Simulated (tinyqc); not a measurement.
CCD on RHF in the sto-3g basis, for BeH2, spin multiplicity 1, step by step (part 2 of 2). Computed by tinyqc, a small Python program that keeps every step (integrals from PySCF). Command: `OMP_NUM_THREADS=1 python tinyqc.py 28581 28582 out.jsonl` (the two numbers bound the seeds that draw the settings). One thread of a shared host (Intel(R) Xeon(R) Processor @ 2.60GHz), about 0.1 s of CPU time with the checks.

Geometry (angstrom):
```
atom         x          y         z
Be    0.000000   0.000000  0.000000
H     0.000000   1.531000  0.000000
H     0.000000  -1.531000  0.000000
```

## CCD: convergence

E_corr = 1/4 sum <ij||ab> t_ij^ab; stop when the norm of the change is below 1e-8.

Course of the amplitude iterations:
```
update  correlation energy (hartree)  norm of the change
0                        -0.02890855                   -
1                        -0.03894829            9.37e-02
2                        -0.04263397            3.70e-02
3                        -0.04402856            1.53e-02
4                        -0.04457231            6.49e-03
5                        -0.04478906            2.87e-03
6                        -0.04487714            1.33e-03
7                        -0.04491362            6.50e-04
8                        -0.04492902            3.31e-04
9                        -0.04493568            1.75e-04
10                       -0.04493863            9.43e-05
11                       -0.04493997            5.17e-05
12                       -0.04494060            2.86e-05
13                       -0.04494090            1.59e-05
14                       -0.04494106            8.87e-06
15                       -0.04494113            4.96e-06
16                       -0.04494117            2.78e-06
17                       -0.04494119            1.56e-06
18                       -0.04494120            8.74e-07
19                       -0.04494121            4.91e-07
20                       -0.04494121            2.76e-07
21                       -0.04494122            1.55e-07
22                       -0.04494122            8.70e-08
23                       -0.04494122            4.89e-08
24                       -0.04494122            2.75e-08
25                       -0.04494122            1.55e-08
26                       -0.04494122            8.69e-09
```

Converged amplitudes (spin orbitals 1a, 1b, ...; amplitudes related by a flip of all spins are not repeated):
```
from      to          t
3a 3b  6a 6b  -0.099717
2a 2b  6a 6b  -0.075869
2a 3b  6a 7b  -0.066335
2a 3b  6b 7a   0.056852
3a 3b  7a 7b  -0.055533
2a 2b  4a 4b  -0.052030
2a 2b  5a 5b  -0.052030
2a 2b  7a 7b  -0.039096
2a 3a  6a 7a  -0.009482
1a 2b  5a 5b  -0.003060
1a 2b  4a 4b  -0.003060
1a 1b  6a 6b  -0.002160
1a 1b  7a 7b  -0.001582
1a 1b  5a 5b  -0.001537
1a 1b  4a 4b  -0.001537
1a 2b  7a 7b  -0.001499
3a 3b  4a 4b   0.001157
3a 3b  5a 5b   0.001157
1a 2b  6a 6b   0.000999
1a 3b  6a 7b   0.000509
1a 3a  6a 7a   0.000446
1a 3b  6b 7a  -0.000063
```

CCD total energy = -15.56914333 hartree

Converged in 26 updates.
